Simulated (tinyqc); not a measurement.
Epitaxial growth on a vicinal surface: Burton-Cabrera-Frank step flow, step-edge barrier and island nucleation: one step, computed by the program tinyqc.

Adatoms land at rate F, hop on a square grid (a simplification for hexagonal faces), desorb, or join steps. Lengths are in units of a and n is the adatom coverage. Steps ascend at x = 0 and descend at x = l.

Problem. Scales. D = nu exp(-E_d/(k_B T)) (a^2/s, nu counted per direction); tau = exp(E_a/(k_B T))/nu; x_s = sqrt(D tau); n_eq = exp(-E_f/(k_B T)); terrace width l = h/(a tan(miscut)); Schwoebel length l_s = exp(E_s/(k_B T)) - 1. Temperatures in kelvin are T(C) + 273.15.

Inputs (values chosen for the exercise, close to those used for Ge(001)):

| quantity | value | unit |
|---|---|---|
| site spacing a | 4 | angstrom |
| step height h | 1.41 | angstrom |
| diffusion barrier E_d | 0.635 | eV |
| desorption energy E_a | 2.69 | eV |
| adatom formation energy E_f | 1.14 | eV |
| step-edge barrier E_s | 0 | eV |
| attempt frequency nu | 5 | THz |
| miscut angle | 0.3 | degrees |
| temperature T | 470 | C |

Constants: k_B = 8.617333262e-05 eV/K.

Give: D; lifetime tau; diffusion length x_s; equilibrium coverage n_eq; terrace width l; Schwoebel length l_s.

Solution.

D = 2.4696e+08 a^2/s

lifetime tau = 3.4966e+05 s

diffusion length x_s = 9.2926e+06 a

equilibrium coverage n_eq = 1.8575e-08

terrace width l = 67.322 a

Schwoebel length l_s = 0 a

l/x_s = 7.24e-6: nearly every adatom reaches a step.
